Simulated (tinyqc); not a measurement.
Inside a calculation. Method: CIS and TDHF on RHF in the sto-3g basis, for H3-, spin multiplicity 1. The basis has no diffuse functions, so it cannot describe the extra electron: this is an exercise in the method, not the real anion. One step of it, computed by the program tinyqc.

Question. Iteration 9 (converged): orbitals. Diagonalise F' = X^T F X, C = X C', fill 2 alpha and 2 beta electrons from the bottom; D = 2 C_occ C_occ^T. Each column has its largest component positive (the first on a tie).

converged F (hartree), lower triangle:
```
           1H 1s      2H 1s     3H 1s
1H 1s  -0.022432
2H 1s  -0.276119   0.043818
3H 1s  -0.276119  -0.147482  0.043818
```

X, lower triangle:
```
           1H 1s     2H 1s     3H 1s
1H 1s   1.535587
2H 1s  -0.516318  1.244024
3H 1s  -0.516318  0.098276  1.244024
```

Give: F' = X^T F X; orbital energies; coefficients C; D after iteration 9.

Answer.

F' = X^T F X (hartree), lower triangle:
```
         1       2       3
1   0.7675
2  -0.6267  0.4089
3  -0.6267  0.1578  0.4089
```

orbital energies (hartree): MO1 -0.2249, MO2 0.2511, MO3 1.5591

coefficients C:
```
          MO1      MO2      MO3
1H 1s  0.4783   0.0000   1.6317
2H 1s  0.3640   0.8102  -1.0173
3H 1s  0.3640  -0.8102  -1.0173
```

D after iteration 9, lower triangle:
```
        1H 1s    2H 1s   3H 1s
1H 1s  0.4575
2H 1s  0.3482   1.5777
3H 1s  0.3482  -1.0478  1.5777
```
